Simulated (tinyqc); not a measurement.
Hydrogenic impurity: series, fields, screening, photoionisation and donor-acceptor pairs: one step, computed by the program tinyqc. Command: `OMP_NUM_THREADS=1 python tinyqc.py 3004531 3004532 out.jsonl hydrogenic walk`. One thread of a shared host (Intel(R) Xeon(R) Processor @ 2.30GHz), about 0.01 s of CPU time with the checks.

One isotropic, parabolic band. Effective units: Ry* and a*, in which H = -nabla^2 - 2/r.

Task: Stark effect and field ionisation. f = e F a*/(2 Ry*) is the field in atomic-like units. 1s shifts by -(9/2) f^2 Ry* (polarisability (9/2) a*^3), the n = 2 levels split linearly by +/- 6 f Ry*; the barrier top lies 4 sqrt(f) Ry* below the band edge and passes 1s at f = 1/16; the tunnelling rate of 1s is (2 Ry*/hbar) (4/f) exp(-2/(3 f)).

Inputs (values chosen for the exercise, modelled on ZnO): electric field F = 5600 V/cm.

Parts treated: electric field and pairs.

a* = 15.08155 angstrom

Ry* = 59.82365 meV

Constants: hbar = 6.582119569e-16 eV s.

Give: f; shift of 1s; linear shift (+/-) of the outer n = 2 levels; barrier lowering; field at which the barrier passes 1s; tunnelling rate of 1s.

Result:

f = 0.007059

shift of 1s = -0.01341 meV

linear shift (+/-) of the outer n = 2 levels = 2.534 meV

barrier lowering = 20.10 meV

field at which the barrier passes 1s = 49583 V/cm

tunnelling rate of 1s = 9.909e-25 1/s

The barrier lowering is 0.34 Ry*, so the n = 2 levels (0.25 Ry*) are already above the barrier, and their first-order splitting has lost its meaning.
